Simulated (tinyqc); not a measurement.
The product rho l across metals: free and nearly free electrons in a metal.

Constants: hbar^2/2m0 = 3.80998211 eV angstrom^2; hbar = 6.58211957e-16 eV s.

Free electrons with m = 1; fcc cells hold 4 atoms and bcc cells 2; n = atoms z/a^3, kF = (3 pi^2 n)^(1/3), rho l = hbar kF/(n e^2), e = 1.602176634e-19 C. Inputs are chosen for the exercise.

Results:
```
case,lattice,a (angstrom),z,rho (micro-ohm cm),kF (1/angstrom),EF (eV),l (nm),rho l (1e-16 ohm m^2)
near Au,fcc,4.097,1,2.27,1.199,5.47,37.3,8.47
near Ca,fcc,5.631,2,3.22,1.099,4.60,31.3,10.07
near Li,bcc,3.489,1,9.62,1.117,4.76,10.1,9.75
near K,bcc,5.219,1,7.56,0.747,2.13,28.8,21.81
near Cu,fcc,3.617,1,1.85,1.358,7.02,35.7,6.60
near Al,fcc,4.062,3,2.50,1.744,11.58,16.0,4.00
```

rho l falls as n^(-2/3): it is lowest for the case near Al and highest for near K. The lowest bulk rho belongs to near Cu; in very narrow wires, where rho l rules, the order changes. Real Fermi surfaces depart from spheres, most for the polyvalent and noble metals.

Computed by tinyqc, a small Python program: `OMP_NUM_THREADS=1 python tinyqc.py 1651401 1651402 out.jsonl` (the numbers bound the seed that draws the inputs); one thread of a shared host (Intel(R) Xeon(R) Processor @ 2.30GHz), about 0.01 s for the whole set of steps.
